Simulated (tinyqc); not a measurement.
# From final C_4 back to diffusivity D

Model: finite-difference solution of the diffusion equation on a small grid. Computed by tinyqc, a small Python program. Command: `OMP_NUM_THREADS=1 python tinyqc.py 3023695 3023696 out.jsonl fdiff inv`. One thread of a shared host (Intel(R) Xeon(R) Processor @ 2.30GHz), about 0.03 s of CPU time with the checks.

dC/dt = D d2C/dx2 on nodes x_j = j dx, j = 0..8; the far end is sealed.

Inputs (values chosen for the exercise): grid spacing dx = 20 nm; time step dt = 44 s; final time t_f = 1320 s.

Boundary at x = 0: sealed surface. Scheme: Crank-Nicolson.

start values C_j, j = 0, 1, ... (% of a reference): 75.3  100  51.8  25.1  0.39  0  0  0  0

Method:
- The operator M acts as (M C)_j = C_(j-1) - 2 C_j + C_(j+1); at the sealed far end a mirror node gives 2 C_(N-2) - 2 C_(N-1); at j = 0, a mirror node gives 2 C_1 - 2 C_0.
- With r = D dt/dx^2: (1 - theta r M) C(new) = (1 + (1 - theta) r M) C(old); theta = 0 explicit, 1 implicit, 1/2 Crank-Nicolson.
- The run takes n = round(t_f/dt) steps of length t_f/n.
- The dose is the trapezoidal sum of C dx; the error is the largest difference from exp(M D t/dx^2) C(0), the exact time evolution on the same grid.

Task: A run gave the result below. Find the diffusivity D, known to lie between 2.1 and 3.3 nm^2/s.

final C_4 = 26.72621 %

Result:

Each step takes the trial c = (a f_b - b f_a)/(f_b - f_a), f being the result less the target and a, b, c the logarithms of the listed values; c replaces end b, the old b replaces a if the sign of f changed, and otherwise f_a is halved.

Scan of the range:
```
diffusivity D (nm^2/s)  final C_4 (%)
2.10                          26.4807
2.26                          26.5840
2.44                          26.6677
2.63                          26.7295
2.84                          26.7758
3.06                          26.8078
3.30                          26.8302
```

False position (Illinois rule, in the logarithm of the input) inside the bracket:
```
step    end a    end b    trial  final C_4 (%)
1     2.44000  2.63000  2.61961        26.7266
2     2.44000  2.61961  2.61686        26.7259
3     2.61961  2.61686  2.61802        26.7262
4     2.61686  2.61802  2.61801        26.7262
```

Final C_4 rises at every point of a 13-point scan of the range (every second point is shown), so one value fits; it is bracketed by 2.44 and 2.63. Answer: diffusivity D = 2.618 nm^2/s.
